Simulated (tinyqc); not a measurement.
Worked calculation: ion-assisted plasma etching: sheath, surface coverage, synergy and aspect-ratio dependence. Computed by tinyqc, a small Python program that keeps every step. Command: `OMP_NUM_THREADS=1 python tinyqc.py 3010934 3010935 out.jsonl etch walk`. One thread of a shared host (Intel(R) Xeon(R) Processor @ 2.30GHz), about 0.07 s of CPU time with the checks. Intermediate numbers are printed to about 5 digits and carried at full precision; extremes and crossings named in words are read from the listed rows.

Radicals adsorb on bare sites; ions remove covered sites with a high yield and bare sites by sputtering; a slow spontaneous reaction acts everywhere, walls included.

Inputs (values chosen for the exercise, close to those used for silicon in a halogen plasma):

| quantity | value | unit |
|---|---|---|
| plasma density n_e | 1e+10 | 1/cm^3 |
| electron temperature T_e | 2.4 | eV |
| ion mass M_i | 80 | u |
| sheath voltage V | 200 | V |
| radical density n | 1.3e+12 | 1/cm^3 |
| radical mass M_n | 80 | u |
| gas temperature T_g | 500 | K |
| sticking coefficient s | 0.44 | - |
| radicals per removed unit x | 3 | - |
| yield slope b | 0.19 | eV^(-1/2) |
| threshold E_th | 26 | eV |
| sputter slope b_p | 0.015 | eV^(-1/2) |
| sputter threshold E_p | 30 | eV |
| spontaneous reaction probability k_c | 0.00037 | - |
| solid density N | 5e+22 | 1/cm^3 |
| ion temperature T_i | 0.68 | eV |
| aspect ratio A | 2 | - |

Feature: round hole.

Constants: e = 1.602176634e-19 C; u = 1.6605390666e-27 kg; k_B = 1.380649e-23 J/K; eps_0 = 8.8541878128e-12 F/m.

## Fluxes

Bohm speed u_B = sqrt(e T_e/M_i); ion flux G_i = 0.61 n_e u_B; radical flux G_n = n c/4 with c = sqrt(8 k_B T_g/(pi M_n)).

Bohm speed = 1.7013e+05 cm/s

ion flux G_i = 1.0378e+15 1/(cm^2 s)

radical speed c = 36377 cm/s

radical flux G_n = 1.1823e+16 1/(cm^2 s)

flux ratio G_n/G_i = 11.392

## Sheath and ion angles

Debye length lambda_D = sqrt(eps_0 T_e/(e n_s)) with n_s = 0.61 n_e, T_e in volts; Child-law sheath d = (sqrt2/3) lambda_D (2 V/T_e)^(3/4); ion energy E = V + T_e/2; angular spread = arctan(sqrt(T_i/E)).

Debye length = 147.46 um

sheath thickness = 3224.3 um

ion energy E = 201.2 eV

angular spread = 3.3272 degrees

Caution: a sheath of several millimetres is collisional at usual pressures, which lowers the ion energy and widens the angles.

## Yields

Yields: Y = b (sqrt(E) - sqrt(E_th)) on covered sites, Y_p = b_p (sqrt(E) - sqrt(E_p)) on bare ones (zero below threshold).

yield Y = 1.7262

sputter yield Y_p = 0.13061

## Open-field etch rate

Steady coverage: s G_n (1 - theta) = x Y G_i theta; removal flux = Y G_i theta + Y_p G_i (1 - theta) + k_c G_n; rate = flux/N, 1 cm/s = 6e8 nm/min. Lateral rate = k_c G_n/N; anisotropy = 1 - lateral/vertical; synergy = vertical/(ions alone + radicals alone), with ions alone Y_p G_i/N and radicals alone the lateral rate.

coverage theta = 0.49184

vertical rate = 11.453 nm/min

lateral rate = 0.052492 nm/min

anisotropy = 0.99542

synergy = 6.8209

Ions and radicals both limit the rate.

## Rate at the floor of the feature

Transmission of a round hole: K = 1/(1 + 3A/4), walls that scatter diffusely without loss. With a loss probability S = s (1 - theta) at the floor, G_b/G_n = K/(K + S - K S); theta follows G_b, and the two are solved together. Ions are taken to reach the floor unshadowed; G_b replaces G_n in every term of the rate; A is depth over diameter.

transmission K = 0.4

G_b/G_n = 0.71996

coverage at the floor = 0.41067

rate at the floor = 9.8250 nm/min

floor rate over open-field rate = 0.85788

The lag is 14 %.

## Etch lag against aspect ratio

The formulas are those given above.

Floor of the feature:

| A | K | G_b/G_n | theta | rate (nm/min) | relative rate |
|---|---|---|---|---|---|
| 0.5 | 0.72727 | 0.91971 | 0.47095 | 11.033 | 0.96338 |
| 1.0 | 0.57143 | 0.84646 | 0.45033 | 10.620 | 0.92727 |
| 2.0 | 0.40000 | 0.71996 | 0.41067 | 9.825 | 0.85788 |
| 5.0 | 0.21053 | 0.46830 | 0.31189 | 7.849 | 0.68533 |
| 10.0 | 0.11765 | 0.27771 | 0.21185 | 5.851 | 0.51087 |
| 20.0 | 0.06250 | 0.14760 | 0.12500 | 4.118 | 0.35959 |
| 50.0 | 0.02597 | 0.06028 | 0.05512 | 2.725 | 0.23795 |
| 100.0 | 0.01316 | 0.03025 | 0.02844 | 2.193 | 0.19151 |

K falls by a factor 55.3 over the rows and the rate by 5.03. Among these rows the rate stays within 10 % of the open-field value up to A = 1, with an open-field coverage below one half; sputtering, which needs no radicals, carries much of the rate in the last rows. Caution: rows with A above about 1/(2 tan(ion spread)) or 1/sqrt(k_c), often 10 to 30, are formal: ion shadowing, radical loss on the walls, redeposition of sputtered material and, in fluorocarbon plasmas, polymer growth are left out and add to the lag.

## Yield per ion against the flux ratio

The ion flux is fixed and the radical flux set by the ratio; the removal per ion is the removal flux over G_i.

Open field:

| G_n/G_i | theta | rate (nm/min) | removal per ion |
|---|---|---|---|
| 0.3 | 0.02486 | 2.122 | 0.1704 |
| 1 | 0.07831 | 3.187 | 0.2559 |
| 3 | 0.20312 | 5.677 | 0.4558 |
| 10 | 0.45935 | 10.801 | 0.8673 |
| 30 | 0.71822 | 16.037 | 1.2877 |
| 100 | 0.89470 | 19.867 | 1.5952 |
| 300 | 0.96225 | 22.130 | 1.7770 |
| 1000 | 0.98837 | 25.875 | 2.0777 |
| 3000 | 0.99609 | 35.244 | 2.8300 |

Coverage reaches one half at G_n/G_i = x Y/s = 11.8. Below that the ion-assisted part follows the radical flux, on top of the sputter floor Y_p = 0.131; above it the ion-assisted part saturates at Y = 1.73 per ion, and the further rise to 2.83 comes from the spontaneous reaction, which costs anisotropy.

Checks made by the program: series form 1/R = 1/(Y G_i) + x/(s G_n) of the ion-assisted part (relative difference below 1e-10).
